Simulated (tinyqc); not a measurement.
Deep trap from a strong local potential in a two-band host (Koster-Slater model with semi-elliptic bands): one step, computed by the program tinyqc.

The valence band spans -2 W_v to 0 and the conduction band E_g to E_g + 2 W_c. The orbital at the impurity site has weight f_v in the valence band and 1 - f_v in the conduction band, each spread as a semi-ellipse (2/(pi W^2)) sqrt(W^2 - x^2) about the band centre. The impurity adds U to this orbital. Spin is left out.

Problem. Thresholds and the vacancy level. In the gap G(E) = f_v (2/W_v^2)[x - sqrt(x^2 - W_v^2)] - (1 - f_v)(2/W_c^2)[y - sqrt(y^2 - W_c^2)], x = E + W_v, y = E_g + W_c - E. G falls across the gap from G(0) to G(E_g). A repulsive U binds if U > 1/G(0), an attractive one if U < 1/G(E_g); the vacancy level (U infinite) solves G(E) = 0 (bisection).

Inputs (values chosen for the exercise, with a gap close to that of CdS):
```
quantity                                value  unit
gap E_g                                  2.52    eV
half-width of the valence band W_v        2.3    eV
half-width of the conduction band W_c       5    eV
valence weight f_v of the site orbital   0.56     -
```

Impurity: repulsive, acceptor-like.

Give: G(0); G(E_g); repulsive threshold; attractive threshold; vacancy level.

Solution.

G(0) = 0.4200 1/eV

G(E_g) = -0.05232 1/eV

repulsive threshold = 2.381 eV

attractive threshold = -19.11 eV

vacancy level = 2.296 eV
